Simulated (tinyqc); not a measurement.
# Surface photovoltage measurement of the minority-carrier diffusion length in a wafer, step by step

A worked calculation. Computed by tinyqc, a small Python program that keeps every step. Command: `OMP_NUM_THREADS=1 python tinyqc.py 3130491 3130492 out.jsonl spv walk`. One thread of a shared host (Intel(R) Xeon(R) Processor @ 2.30GHz), about 0.01 s of CPU time with the checks. Intermediate numbers are printed to about 6 digits and carried at full precision; extremes and crossings named in words are read from the listed rows.

Low injection, steady light, a depletion layer much thinner than 1/alpha and L. The excess density dn is taken at the front edge of the neutral region; light that reaches the back is lost.

Inputs (values chosen for the exercise, modelled on p-type silicon at room temperature):
```
quantity                                              value               unit
diffusion length L                                       39         micrometre
wafer thickness W                                       300         micrometre
diffusivity D                                          28.4             cm^2/s
front recombination velocity S_f                       6800               cm/s
back recombination velocity S_b                       41000               cm/s
photon flux entering                                4.1e+11         1/(cm^2 s)
minority density at the surface barrier scale n_0     7e+10             1/cm^3
temperature T                                           298                  K
wavelength                                              845                 nm
relative noise of each reading                            1                  %
diffusion length after pair splitting over L           0.69                  -
iron factor C                                      1.09e+16  micrometre^2/cm^3
```

Constants: k_B = 8.617333262e-05 eV/K.

## One wavelength

alpha = (84.732/lambda - 76.417)^2 per cm with lambda in micrometre (an empirical fit for silicon between 0.7 and 1.05 micrometre). Thick wafer: dn = Phi L/((S_f + D/L)(L + 1/alpha)). Finite wafer, with s = S_b L/D, w = W/L, a = alpha L: dn = [Phi a/(a^2 - 1)] [a - B - exp(-alpha W)(a - s)/(cosh w + s sinh w)]/(S_f + B D/L), B = (sinh w + s cosh w)/(cosh w + s sinh w). Photovoltage V = (k_B T/e) ln(1 + dn/n_0). Lifetime = L^2/D.

alpha = 569.183 1/cm

penetration depth 1/alpha = 17.5690 micrometre

dn, thick wafer = 2.00726e+07 1/cm^3

B = 1.00000

dn, finite wafer = 2.00726e+07 1/cm^3

photovoltage V = 0.00736262 mV

lifetime = 0.535563 microsecond

## The linear plot

normal deviates g for the noise: 0.03  -2.27  1.26  -0.76  1.48  0.01  0.61

Readings y = (Phi/dn) (1 + noise x g) at 780, 830, 880, 920, 950, 975 and 995 nm; a least-squares line y = c (1/alpha + L_app) gives L_app = intercept/slope.

Readings:
```
lambda (nm)  1/alpha (micrometre)  y (cm/s)  line (cm/s)
780                         9.636   17566.8      17473.5
830                        15.176   19117.7      19494.9
880                        25.330   23520.8      23200.2
920                        40.658   28544.1      28793.6
950                        61.278   36744.7      36318.4
975                        90.917   46917.2      47134.1
995                       130.888   61723.4      61720.0
```

slope = 364.916 cm/(s micrometre)

apparent length L_app = 38.2471 micrometre

error of L_app (rounded to 0.001) = -1.93 %

At W/L = 7.7 the finite thickness shifts L_app by less than 0.05 %. S_f scales all readings alike and leaves L_app unchanged.

## Where the wafer is too thin

No noise; L is varied at fixed W, and the last two columns set S_b to 0 and to 1e7 cm/s.

Apparent length (micrometre):
```
L         W/L  given S_b  S_b = 0  S_b = 1e7
15    20.0000     15.000   15.000     15.000
30    10.0000     29.999   30.000     29.999
60     5.0000     59.748   60.124     59.704
90     3.3333     87.434   91.495     87.127
150    2.0000    129.205  163.544    127.751
240    1.2500    161.882  292.811    158.786
390    0.7692    182.045  510.881    177.596
630    0.4762    191.384  759.673    186.220
1200   0.2500    195.987  993.410    190.450
```

With a fast back surface L_app levels off, at 190 micrometre in the last row; with a passive one it reaches up to 1.31 times L among these rows and is 993 in the last. All three columns are within 5 % of L down to W/L = 3.3.

## Iron from two lengths

Splitting iron-boron pairs in boron-doped silicon shortens L; with nothing else changing, [Fe] = C (1/L_after^2 - 1/L^2). It is evaluated with the true lengths and with the apparent ones (without noise), which differ when the wafer is not thick against L.

L_after = 26.91 micrometre

[Fe] from the true lengths = 7.88583e+12 1/cm^3

[Fe] from the apparent lengths = 7.88272e+12 1/cm^3

bias, apparent over true less 1 (rounded to 0.001) = -0.039 %

Checks made by the program: dn against a finite-difference solution (relative difference 3e-06).
